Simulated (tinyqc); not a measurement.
# Octagonal on-chip spiral inductor, lumped pi model: effects of single changes

Outer diameter do = di + 2 n wd + 2 (n - 1) sp, mean da = (do + di)/2, fill p = (do - di)/(do + di), length l = 3.314 n da. L = 2.25 mu0 n^2 da/(1 + 3.55 p), mu0 = 4 pi 1e-7 H/m. Rs = rho l/(wd delta (1 - exp(-th/delta))), delta = sqrt(rho/(pi f mu0)). Cs = n wd^2 eps0 eo/hu across the coil. At each end Cox = l wd eps0 eo/(2 ho) leads to the substrate branch Rsi = 2 rs he/(l wd) in parallel with Csi = l wd eps0 11.7/(2 he). With one end grounded Y = 1/(Rs + i w L) + i w Cs + 1/[1/(i w Cox) + 1/(1/Rsi + i w Csi)], w = 2 pi f; Q = -Im Y/Re Y. Eddy currents in neighbouring turns and in the substrate are left out.

Inputs (values chosen for the exercise); values of the order met in silicon radio-frequency processes:
```
symbol,value,unit,meaning
n,3.5,,number of turns
wd,20,um,line width
sp,3,um,space between turns
di,100,um,inner diameter
th,3,um,metal thickness
rho,2.2,uohm cm,metal resistivity
ho,6.7,um,oxide below the coil
hu,1.4,um,oxide between coil and underpass
eo,3.9,,relative permittivity of the oxide
rs,20,ohm cm,substrate resistivity
he,80,um,effective spreading depth in the substrate
f,2.6,GHz,frequency
```

Constants: eps0 = 8.8541878128e-12 F/m. Results are converted to the units shown.

Each table varies one quantity; the others keep the values above.

## Quality factor against frequency

Apparent inductance Im(1/Y)/w; share of the loss Re(substrate branch)/Re Y.

Quality factor against frequency:
```
f (GHz)  Rs (ohm)  w L/Rs      Q  apparent inductance (nH)  loss in the substrate (%)
0.23        1.008   3.456  3.452                     2.412                    0.02332
0.37        1.084   5.171  5.155                     2.415                     0.1343
0.61        1.191   7.762  7.664                     2.421                     0.8039
0.99        1.330   11.27  10.71                     2.435                      3.926
1.6         1.518   15.97  13.38                     2.465                      14.20
2.6         1.776   22.18  13.75                     2.530                      34.73
4.3         2.143   30.40  11.00                     2.706                      59.07
7.1         2.646   40.65  6.543                     3.304                      77.44
12          3.365   54.03  1.302                     7.038                      88.82
```

What does the table show?

Q goes from 3.45 through a maximum of 13.7 (at f = 2.6 GHz among the rows listed) to 1.30; the exact peak is 14.0 at 2.16 GHz and Q reaches zero at the self-resonance, 13.6 GHz. The share of the substrate rises from 0.0233 to 88.8 %, and the apparent inductance ends at 2.92 times L. At the peak the substrate takes 26.1 % of the loss. For f = 12 the coil is longer than 0.15 of a wavelength in the oxide, where one lumped section is rough.

## Effect of the number of turns

Same model as above.

Peak Q and its frequency from a search over f; self-resonance where Im Y = 0; Q at the given f (negative beyond resonance).

Results:
```
n    L (nH)  do (um)  peak Q  f of the peak (GHz)  self-resonance (GHz)   Q at f
1.5  0.4521    163.0   23.61                13.20                 50.94    12.81
3.5   2.411    255.0   13.98                2.165                 13.58    13.75
4.5   4.130    301.0   12.25                1.334                 8.809    9.005
5.5   6.455    347.0   11.18               0.9566                 6.066    4.731
6.5   9.469    393.0   10.40               0.7403                 4.310    2.037
8.5   17.91    485.0   9.236               0.4980                 2.258  -0.3142
```

Estimate the missing row, n = 2.5.

Computed row:
```
n    L (nH)  do (um)  peak Q  f of the peak (GHz)  self-resonance (GHz)  Q at f
2.5   1.212    209.0   17.33                4.539                 23.40   15.54
```

With this row back in the table: As n goes from 1.5 to 8.5, L rises from 0.452 to 17.9 nH, the peak Q falls from 23.6 to 9.24, its frequency falls from 13.2 to 0.498 GHz and the self-resonance falls from 50.9 to 2.26 GHz.

Numbers from tinyqc (`OMP_NUM_THREADS=1 python tinyqc.py 2302222 2302223 out.jsonl`; about 0.01 s on one thread of a shared Intel Xeon 2.30GHz).
